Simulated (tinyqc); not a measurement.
Interdiffusion in a binary couple: Darken equations, Kirkendall shift and Boltzmann-Matano analysis: one step, computed by the program tinyqc. Command: `OMP_NUM_THREADS=1 python tinyqc.py 3002930 3002931 out.jsonl darken walk`. One thread of a shared host (Intel(R) Xeon(R) Processor @ 2.30GHz), about 0.02 s of CPU time with the checks.

x is the mole fraction of B; the molar volume is constant, and the two halves are long enough to count as infinite.

Question. Diffusivities at one composition. D*_i(x) = D*_i(0) exp(k x); thermodynamic factor Phi = 1 - 2 W x (1 - x)/(k_B T); with f0 = 0.7815, M0 = 2 f0/(1 - f0), den = M0 ((1 - x) D*_A + x D*_B): D_A = D*_A Phi [1 + 2 (1 - x)(D*_A - D*_B)/den], D_B = D*_B Phi [1 - 2 x (D*_A - D*_B)/den]; interdiffusion D~ = x D_A + (1 - x) D_B.

Inputs (values chosen for the exercise, for a model alloy A-B): tracer diffusivity D*_A(0) = 4.1e-14 m^2/s; tracer diffusivity D*_B(0) = 4.9e-14 m^2/s; slope k of ln D* with x = 1.1; regular-solution parameter W = -0.12 eV; temperature T = 1410 K; composition x for the local step = 0.46.

Vacancy-wind correction: Manning, fcc.

Constants: k_B = 8.617333262e-05 eV/K.

Give: thermodynamic factor Phi; intrinsic D_A; intrinsic D_B; interdiffusion coefficient D~ at the local x.

Answer.

thermodynamic factor Phi = 1.4906

intrinsic D_A = 9.8630e-14 m^2/s

intrinsic D_B = 1.2394e-13 m^2/s

interdiffusion coefficient D~ at the local x = 1.1230e-13 m^2/s

A negative W (tendency to order or compound) speeds mixing: Phi is above 1.
